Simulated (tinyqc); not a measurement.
Gate sheet resistance from two finger widths.

Problem. At low frequency R = Rsh Wf/(3 L) + B/Wf, where B collects the channel and vertical terms. Find Rsh, B and the width of lowest R.

Inputs (values chosen for the exercise):

| symbol | value | unit | meaning |
|---|---|---|---|
| L | 0.072 | um | channel length |

input resistance of single fingers, contacted at one end, of width 1.9 and 4.1 um (ohm): 337.35380  469.34282

Solution. R Wf is a straight line in Wf^2; the minimum of R lies where both terms are equal.

Rsh = 21.0 ohm/square
B = 290 ohm um
width of lowest R = 1.73 um

Numbers from tinyqc (`OMP_NUM_THREADS=1 python tinyqc.py 2262029 2262030 out.jsonl`; about 0.01 s on one thread of a shared Intel Xeon 2.30GHz).
